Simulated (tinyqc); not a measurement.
Graded p-n junction, non-linear Poisson equation by Newton steps: course of the Newton iteration.

One dimension, p side on the left, n side on the right; net doping C = (Nd - Na)/2 + ((Nd + Na)/2) tanh(x/Lg). The potential psi is counted from the intrinsic level, and the quasi-Fermi potentials are flat: 0 for holes and -V for electrons, so n = ni exp((psi + V)/Vt) and p = ni exp(-psi/Vt) (Boltzmann statistics, full ionisation, no current). Under reverse bias this makes the minority densities vanishingly small everywhere; they play no part in the charge.

a_i = eps0 eps_r/h_i for the interval from node i to i + 1, with h_i = x_(i+1) - x_i in cm.

Start: The parabolas of an abrupt Na-Nd junction in the depletion approximation: psi_p + q Na (x + xp)^2/(2 eps0 eps_r) for -xp < x < 0, psi_n - q Nd (xn - x)^2/(2 eps0 eps_r) for 0 < x < xn, flat outside, with W = sqrt(2 eps0 eps_r (psi_n - psi_p)(1/Na + 1/Nd)/q), xp = W Nd/(Na + Nd), xn = W Na/(Na + Nd), psi_p = -Vt ln(Na/ni), psi_n = Vt ln(Nd/ni) - V.

n_i = ni exp((psi_i + V)/Vt), p_i = ni exp(-psi_i/Vt), rho_i = p_i - n_i + C_i, g_i = (n_i + p_i)/Vt. Box widths w_i = (h_(i-1) + h_i)/2 in cm. Residual F_i = a_i (psi_(i+1) - psi_i) - a_(i-1) (psi_i - psi_(i-1)) + q rho_i w_i; Jacobian: a_(i-1) and a_i beside the diagonal, b_i = -a_(i-1) - a_i - q g_i w_i on it. The two end nodes are fixed.

Solve the tridiagonal system a_(i-1) d_(i-1) + b_i d_i + a_i d_(i+1) = -F_i for nodes 1 to 9, with d = 0 on fixed nodes. The full step is added.

Stop when the largest undamped |d| is below 1e-9 V, or after 80 iterations.

Parameters, values chosen for the exercise; band and dielectric values those of a made-up semiconductor: temperature T = 300 K; band gap Eg = 4 eV; relative permittivity eps_r = 7.29; conduction-band density of states at T Nc = 2.56e18 cm^-3; valence-band density of states at T Nv = 3.51e19 cm^-3; acceptor density of the p side Na = 1e15 cm^-3; donor density of the n side Nd = 1.1e16 cm^-3; bias of the p side against the n side V = -1.2 V; grading length Lg = 1200 nm.

Constants: q = 1.602176634e-19 C, kB = 1.380649e-23 J/K, Vt = kB T/q, eps0 = 8.8541878128e-14 F/cm where lengths are in cm. Results are converted to the units shown.

```
node,x (nm),net doping C (cm^-3)
0,-11900,-1.00000e15
1,-7260,-9.99933e14
2,-4110,-9.87300e14
3,-1970,-5.66231e14
4,-500,2.63529e15
5,500,7.36471e15
6,1670,1.03012e16
7,3050,1.09261e16
8,4680,1.09951e16
9,6580,1.09998e16
10,8820,1.10000e16
```

ni = 2.38920e-15 cm^-3

Course of the iteration:
```
iteration,largest |F| (C/cm^2),largest |d| (V),at node
1,7.88e-8,5.31,4
2,5.71e41,0.0966,3
3,2.10e41,1.26,3
4,7.72e40,0.894,3
5,2.84e40,0.0259,4
6,1.05e40,0.0259,4
7,3.85e39,0.0259,4
8,1.41e39,0.0259,4
9,5.20e38,0.0259,4
...,...,...,...
72,2.27e11,0.0259,4
73,8.35e10,0.0259,4
74,3.07e10,0.0259,4
75,1.13e10,0.0259,4
76,4.16e9,0.0259,4
77,1.53e9,0.0259,4
78,5.62e8,0.0259,4
79,2.07e8,0.0259,4
80,7.61e7,0.0259,4
```

Did this iteration meet its convergence test, and what does its course show?

No. Not converged within 80 iterations. The largest step sits at about Vt = 25.9 mV an iteration. An early full step of 5.31 V left a carrier density far too high, and where one exponential dominates the residual a Newton step lowers its exponent by only one. A rerun with halved steps (halved only while the largest |d| exceeds 1.5 Vt) from the same start converges in 20 iterations.

Computed by the program tinyqc: `OMP_NUM_THREADS=1 python tinyqc.py 2000131 2000132 out.jsonl`, one thread of a shared Intel Xeon 2.30GHz, about 0.08 s for the whole run.
